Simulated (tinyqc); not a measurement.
Orbital energy against energy difference: ionisation energy by orbital energies and by energy differences in the 6-31g* basis, for BeH2, spin multiplicity 1. Computed by the program tinyqc with PySCF. 

Geometry (angstrom):

| atom | x | y | z |
|---|---|---|---|
| Be | 0.0000 | 0.0000 | 0.0000 |
| H | 0.0000 | 1.3010 | 0.0070 |
| H | 0.0000 | -1.3010 | 0.0070 |

CCSD(T) difference in the same basis = 11.7266 eV

IP-EOM-CCSD = 11.7807 eV

The cation is unrestricted; errors are against CCSD(T) in this basis, not against experiment.

First vertical ionisation energy (eV):

| method | -e(HOMO) | E(cation) - E | error of -e(HOMO) | error of the difference |
|---|---|---|---|---|
| HF | 12.2141 | 11.394958 | 0.4875 | -0.3317 |
| LDA | 7.3685 | 11.648034 | -4.3581 | -0.0786 |
| PBE | 7.3872 | 11.669874 | -4.3394 | -0.0567 |
| B3LYP | 8.5865 | 11.922457 | -3.1401 | 0.1958 |
| PBE0 | 8.7755 | 11.856897 | -2.9511 | 0.1303 |
| CAM-B3LYP | 10.2758 | 12.019699 | -1.4509 | 0.2931 |
| LC-wPBE | 11.7562 | 12.177908 | 0.0296 | 0.4513 |

Koopmans errs by +0.49 eV and Delta-HF by -0.33 eV: relaxation, 0.82 eV, lowers the value and the missing correlation difference works against it. The PBE level is off by -4.3 eV through the wrong tail of its potential, though its energy difference is off by -0.06 eV; exact exchange deepens the level, and among the orbital energies LC-wPBE comes closest; among the differences PBE does.
